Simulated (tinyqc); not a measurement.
Ellipsometry and reflectance of a transparent film on an absorbing substrate: two steps of the calculation.

Air (index 1), film, substrate with N2 = n2 - i k2; time factor exp(+i w t). q_j = sqrt(N_j^2 - sin^2 th), root with positive real part. Fresnel coefficients r_s = (q_a - q_b)/(q_a + q_b), r_p = (N_b^2 q_a - N_a^2 q_b)/(N_b^2 q_a + N_a^2 q_b). tan(Psi) exp(i Delta) = R_p/R_s, Delta taken from 0 to 360 degrees.

Parameters, values chosen for the exercise; indices close to those of hafnium oxide on silicon:
- lam = 405 nm (wavelength)
- th = 75 degrees (angle of incidence)
- n1 = 2.053 (index of the transparent film)
- d = 87 nm (film thickness)
- n2 = 5.42 (index of the substrate)
- k2 = 0.329 (extinction coefficient of the substrate)

Problem 1. Interface coefficients and thickness period. q0, q1, q2 and the coefficients r01 and r12 for p and s; the results repeat in d with the period lam/(2 q1).

Give: q0; q1; q2; r01,p; r01,s; r12,p; r12,s; period.

Solution 1.

q0 = 0.25882
q1 = 1.8116
q2 = 5.3336-0.3343i
r01,p = -0.24831
r01,s = -0.74998
r12,p = 0.40707-0.02448i
r12,s = -0.49403+0.02368i
period = 111.78 nm

Problem 2. Psi, Delta and reflectances. beta = 2 pi d q1/lam, X = exp(-2 i beta), R = (r01 + r12 X)/(1 + r01 r12 X) for p and s.

q1 = 1.8115729
r01,p = -0.24830784
r01,s = -0.74998063
r12,p = 0.40706642-0.02447663i
r12,s = -0.49402936+0.02367512i

Wanted: beta; X; R_p; R_s; Psi; Delta; |R_p|^2; |R_s|^2.

Solution 2.

beta = 2.445 rad
X = 0.1769+0.9842i
R_p = -0.1949+0.3864i
R_s = -0.8487-0.1618i
Psi = 26.60 degrees
Delta = 286.0 degrees
|R_p|^2 = 0.1872
|R_s|^2 = 0.7465

The bare substrate gives Psi = 11.14 and Delta = 171.20 degrees.

tinyqc, about 0.01 s, one thread, Intel Xeon 2.30GHz (shared host): `OMP_NUM_THREADS=1 python tinyqc.py 2870133 2870134 out.jsonl`
